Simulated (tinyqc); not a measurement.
From growth rate back to total flow F_t: precursor delivery by bubblers, mass-transport growth and the solid composition of a III-V alloy. Computed by tinyqc, a small Python program. Command: `OMP_NUM_THREADS=1 python tinyqc.py 3003249 3003250 out.jsonl movpe_thermo inv`. One thread of a shared host (Intel(R) Xeon(R) Processor @ 2.30GHz), about 0.02 s of CPU time with the checks.

1 sccm = 44.615 micromol/min; 1 torr = 133.322 Pa. The sources decompose fully at the surface.

Inputs (values chosen for the exercise, modelled on trimethylgallium (source 1) and trimethylindium (source 2) for the vapour pressures):

| quantity | value | unit |
|---|---|---|
| bath temperature T1 | 262 | K |
| bath temperature T2 | 288 | K |
| bubbler pressure p_b | 1400 | torr |
| carrier flow F1 | 11 | sccm |
| carrier flow F2 | 130 | sccm |
| group-V flow F_V | 82 | sccm |
| reactor pressure p | 76 | torr |
| growth temperature T | 920 | K |
| diffusivity at 273 K and 760 torr | 0.33 | cm^2/s |
| flow cross-section A | 50 | cm^2 |
| distance from the leading edge z | 5.5 | cm |
| lattice constant a | 5.69 | angstrom |
| interaction L0 of the solid | 10 | kJ/mol |
| log10 of p_B,eq over pure BC at 1000 K and 1 torr of group V (exaggerated: liquid indium has about -4.1) | -3.8 | log10 torr |
| enthalpy of that equilibrium H | 280 | kJ/mol |

Alloy: mixing on the group-III sites, with desorption of B.

constants a, b of source 1 (log10 torr, K): 8.072  1703

constants a, b of source 2 (log10 torr, K): 10.52  3014

Constants: k_B = 1.380649e-23 J/K; R = 8.314462618 J/(mol K).

Method:
- log10 p_v = a - b/T_bath; molar flow = F x 44.615 x p_v/(p_b - p_v) for a saturated bubbler.
- p_i = p n_i/(44615 F_t), F_t in slm; p_V = p F_V/(1000 F_t), counted per molecule supplied; V/III = 44.615 F_V/(n1 + n2); vapour fraction of source 2 = n2/(n1 + n2).
- Mean velocity u = (F_t/A)(760/p)(T/273); D = D0 (T/273)^1.75 (760/p); boundary layer delta = sqrt(pi D z/u); flux = D dp/(delta k_B T); growth rate = flux x a^3/4.
- A sticks fully. B desorbs: its surface pressure is p_B* = x gamma_B K/sqrt(p_V), ln gamma_B = L0 (1 - x)^2/(R T), K = 10^(log10 K at 1000 K) exp[-(H/R)(1/T - 1/1000)], p_V in torr. With equal diffusivities x = (p_2 - p_B*)/(p_1 + p_2 - p_B*). Growth rate = rate per torr x p_1/(1 - x).

Question. A run gave the result below. Find the total flow F_t, known to lie between 7.8 and 14 slm.

growth rate = 0.7732226 micrometre/h

Answer.

Each step takes the trial c = (a f_b - b f_a)/(f_b - f_a), f being the result less the target and a, b, c the logarithms of the listed values; c replaces end b, the old b replaces a if the sign of f changed, and otherwise f_a is halved.

Scan of the range:

| total flow F_t (slm) | growth rate (micrometre/h) |
|---|---|
| 7.80 | 0.815713 |
| 8.60 | 0.776692 |
| 9.48 | 0.739594 |
| 10.40 | 0.705945 |
| 11.50 | 0.671121 |
| 12.70 | 0.638396 |
| 14.00 | 0.607783 |

False position (Illinois rule, in the logarithm of the input) inside the bracket:

| step | end a | end b | trial | growth rate (micrometre/h) |
|---|---|---|---|---|
| 1 | 8.60000 | 9.48000 | 8.67871 | 0.773146 |
| 2 | 8.60000 | 8.67871 | 8.67537 | 0.773295 |
| 3 | 8.67871 | 8.67537 | 8.67700 | 0.773223 |
| 4 | 8.67537 | 8.67700 | 8.67700 | 0.773223 |

Growth rate falls at every point of a 13-point scan of the range (every second point is shown), so one value fits; it is bracketed by 8.60 and 9.48. Answer: total flow F_t = 8.677 slm.

Caution: the boundary layer is a quarter or more of the root of the cross-section, so it fills much of the channel and depletion along the flow matters.
